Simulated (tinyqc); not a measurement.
Mobility from the current.

Inverse problem. A Schottky diode carries J = q Nc [vR vD/(vR + vD)] exp(-phi/Vt) [exp(V/Vt) - 1]. A* = 4 pi q me m0 kB^2/h^3 (times 1e-4 for A/(cm^2 K^2)); Nc = 2 (2 pi me m0 kB T/h^2)^1.5 (times 1e-6 for cm^-3); vR = A* T^2/(q Nc). Find vR, vD and mun.

Values chosen for this exercise; band and dielectric values close to those of gallium nitride: temperature T = 400 K; electron mass me = 0.201 m0; barrier height seen from the metal phi = 1.13 eV; bias V = 0.4 V.

Constants: q = 1.602176634e-19 C, kB = 1.380649e-23 J/K, h = 6.62607015e-34 J s, m0 = 9.1093837015e-31 kg, Vt = kB T/q. Results are converted to the units shown.

J = 9.6847215e-4 A/cm^2
vD/mun = 15076.568 V/cm

Solution. J gives the effective velocity v, and 1/vD = 1/v - 1/vR.

vR = 6.93e6 cm/s
vD = 4.52e6 cm/s
mun = 300 cm^2/(V s)

Computed by the program tinyqc: `OMP_NUM_THREADS=1 python tinyqc.py 2640166 2640167 out.jsonl`, one thread of a shared Intel Xeon 2.30GHz, about 0.01 s for the whole run.
